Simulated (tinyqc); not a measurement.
What moves the results: optical transitions of a finite quantum well. A value that a table varies takes the place of the one given here.

Each carrier sees a square well of width L with its own depth V and masses m (inside), mb (outside); c = hbar^2/2m0, k = sqrt(m E/c), kappa = sqrt(mb (V - E)/c), and level n solves k L + 2 atan[(k/m)/(kappa/mb)] = n pi. The envelope is cos(kz) for odd n and sin(kz) for even n inside, joins exp(-kappa (|z| - L/2)) outside, and is normalised to 1. Excitons and band mixing are left out.

Constants: hbar^2/2m0 = 3.80998211 eV angstrom^2; e^2/(4 pi eps0) = 14.39964547 eV angstrom; hc = 1239.841984 eV nm.

Values chosen for the exercise (near those of an InGaAs well in InAlAs; shifted at random, so the results belong to these values and not to a real crystal):

| symbol | value | unit | meaning |
|---|---|---|---|
| L | 86 | angstrom | well width |
| Vc | 0.516 | eV | conduction offset |
| me | 0.041 | m0 | electron, well |
| meb | 0.073 | m0 | electron, barrier |
| eps | 11.8 |  | background dielectric constant |
| Nss | (0.038, 0.095, 0.19, 0.38, 0.57, 0.76, 1.1) | x 1e12/cm^2 | sheet densities |
| Eg | 0.805 | eV | gap of the well |
| Vv | 0.209 | eV | valence offset |
| mh | 0.391 | m0 | heavy hole along z, well |
| mhb | 0.429 | m0 | heavy hole, barrier |
| ml | 0.052 | m0 | light hole along z, well |
| mlb | 0.0908 | m0 | light hole, barrier |
| Ls | (28, 34, 45, 58, 70, 92, 147) | angstrom | widths |

## Depolarisation shift

The collective line lies at E12 sqrt(1 + a), a = 8 pi q (n1 - n2) S/(eps E12), q = e^2/(4 pi eps0), S = integral over z of (integral up to z of psi_1 psi_2)^2. Zero temperature with the mass me in both subbands: n1 - n2 = Ns until Ns reaches D E12, D = me/(2 pi c), and D E12 beyond. 1e12/cm^2 = 1e-4/angstrom^2; exchange and the static band bending by the charge are left out.

Line position:

| Ns (1e12/cm^2) | n1 - n2 | a | line (meV) | shift (meV) |
|---|---|---|---|---|
| 0.038 | 0.038 | 0.0042 | 188.01 | 0.39 |
| 0.095 | 0.095 | 0.0105 | 188.59 | 0.98 |
| 0.19 | 0.190 | 0.0210 | 189.57 | 1.96 |
| 0.38 | 0.380 | 0.0419 | 191.51 | 3.89 |
| 0.57 | 0.570 | 0.0629 | 193.43 | 5.81 |
| 0.76 | 0.760 | 0.0839 | 195.33 | 7.71 |
| 1.1 | 1.100 | 0.1214 | 198.68 | 11.06 |

S = 6.753 angstrom
E12 = 187.61 meV

How do the results move?

The upward shift grows from 0.39 to 11.06 meV, 5.9 % of E12 at most. For small a the shift is a E12/2, linear in Ns; in the last row that rule gives 11.39 meV. S/L = 0.0785, against 5/(9 pi^2) = 0.0563 for hard walls.

## Width of the well

Edge wavelength hc/(Eg + e1 + hh1), squared e1-hh1 overlap, lh1 - hh1, and the 1-2 intersubband energy with f_12 = (m1/c) E12 z_12^2, 1/m1 = <1|1/m|1> (dash: e2 unbound).

Results:

| L (angstrom) | edge (nm) | overlap^2 | lh1 - hh1 (meV) | E12 (meV) | f_12 |
|---|---|---|---|---|---|
| 28 | 1140.3 | 0.9345 | 69.3 | - | - |
| 34 | 1195.2 | 0.9433 | 64.7 | - | - |
| 45 | 1272.1 | 0.9548 | 55.2 | 365.6 | 0.579 |
| 58 | 1335.1 | 0.9641 | 45.1 | 306.6 | 0.960 |
| 70 | 1376.0 | 0.9702 | 37.7 | 246.9 | 0.977 |
| 92 | 1425.2 | 0.9780 | 27.9 | 170.5 | 0.972 |
| 147 | 1482.7 | 0.9881 | 15.1 | 82.9 | 0.964 |

What does this show?

The edge tunes from 1140 to 1483 nm, towards hc/Eg = 1540 nm, while the overlap goes from 0.934 to 0.988. e2 binds at L = pi sqrt(c/(me Vc)) = 42.2 angstrom; f_12 starts from zero there and is 0.579 at 45 angstrom, the rest going to the continuum; among the widths listed it peaks at 0.977 (70 angstrom) and is 0.964 in the widest well, against 0.961 for hard walls.

## What each parameter does

Edge wavelength hc/(Eg + e1 + hh1), squared overlap of e1 and hh1, and the confinement energies. Each row changes one parameter from the base and keeps the others.

Results:

| case | edge (nm) | overlap^2 | e1 (meV) | hh1 (meV) |
|---|---|---|---|---|
| base | 1414.2 | 0.9762 | 62.2 | 9.5 |
| L = 77 angstrom | 1394.5 | 0.9731 | 72.6 | 11.5 |
| Eg = 0.821 eV | 1388.9 | 0.9762 | 62.2 | 9.5 |
| Vc = 0.593 eV | 1410.2 | 0.9810 | 64.6 | 9.5 |
| Vv = 0.251 eV | 1413.8 | 0.9720 | 62.2 | 9.8 |
| me = 0.0451 m0 | 1418.6 | 0.9805 | 59.4 | 9.5 |
| mh = 0.332 m0 | 1412.4 | 0.9817 | 62.2 | 10.7 |
| meb = 0.0876 m0 | 1418.9 | 0.9744 | 59.3 | 9.5 |

What can be read from the table?

The largest shifts from the base row, up to three for each result and ties (the steps differ in size, so this ranks the rows, not the parameters). edge (nm): Eg -25.3, L -19.7, meb +4.7. overlap^2: mh +0.0054, Vc +0.0048, Vv -0.0043, me +0.0043; unchanged at the printed digits by Eg. e1 (meV): L +10.4, meb -2.9, me -2.7; unchanged at the printed digits by Eg, Vv and mh. hh1 (meV): L +2.0, mh +1.2, Vv +0.2; unchanged at the printed digits by Eg, Vc, me and meb.

Run: tinyqc, `OMP_NUM_THREADS=1 python tinyqc.py 1280888 1280889 out.jsonl`; Intel(R) Xeon(R) Processor @ 2.30GHz, one thread, shared host; about 0.09 s of CPU time with all checks.
